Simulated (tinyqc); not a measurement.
## LED efficiency against current

ABC model of an LED: J = q da (A n + Ba n^2 + Ca n^3), IQE = Ba n^2/(A n + Ba n^2 + Ca n^3), differential lifetime 1/(A + 2 Ba n + 3 Ca n^2).

Inputs (values chosen for the exercise): defect coefficient of the active layer A = 1.7e7 1/s; radiative coefficient of the active layer Ba = 3.8e-11 cm^3/s; Auger coefficient of the active layer Ca = 8.5e-30 cm^6/s; thickness of the active layer da = 3 nm.

Constants: q = 1.602176634e-19 C. Results are converted to the units shown.

Result of one run:
```
J (A/cm^2)  n (cm^-3)  IQE (%)  defect share (%)  Auger share (%)  differential lifetime (ns)
0.08        8.2436e16   15.515            84.199          0.28609                      42.665
```

What becomes of these results when the current density J is changed from 0.08 to 100 A/cm^2, all else the same?

Result of the changed run:
```
J (A/cm^2)  n (cm^-3)  IQE (%)  defect share (%)  Auger share (%)  differential lifetime (ns)
100         4.9835e18   45.362            4.0721           50.566                     0.97177
```

The whole series:
```
J (A/cm^2)  n (cm^-3)  IQE (%)  defect share (%)  Auger share (%)  differential lifetime (ns)
0.02        2.3261e16   4.9412            95.033         0.025709                      53.244
0.08        8.2436e16   15.515            84.199          0.28609                      42.665
0.3         2.3604e17   33.920            64.289           1.7909                      27.503
1           5.2775e17   50.872            43.123           6.0054                      15.574
6           1.4185e18   61.249            19.317           19.434                      5.6783
20          2.5090e18   57.487            10.250           32.262                      2.7159
100         4.9835e18   45.362            4.0721           50.566                     0.97177
400         8.5839e18   33.645            1.7535           64.601                     0.39242
2000        1.5577e19   22.158           0.63639           77.205                     0.13535
```

The IQE goes from 4.94 through a maximum of 61.2 (at J = 6 A/cm^2 among the rows listed) to 22.2 %. The exact peak, Q/(Q + 2) = 61.2 % with Q = Ba/sqrt(A Ca) = 3.16, lies at n = sqrt(A/Ca) = 1.41e18 cm^-3, J = 5.96 A/cm^2, where the defect and Auger shares are equal. n goes as J^(0.91) at the low end and J^(0.37) at the high end.

Program tinyqc, `OMP_NUM_THREADS=1 python tinyqc.py 2300120 2300121 out.jsonl`; Intel Xeon 2.30GHz, shared host, one thread, about 0.01 s.
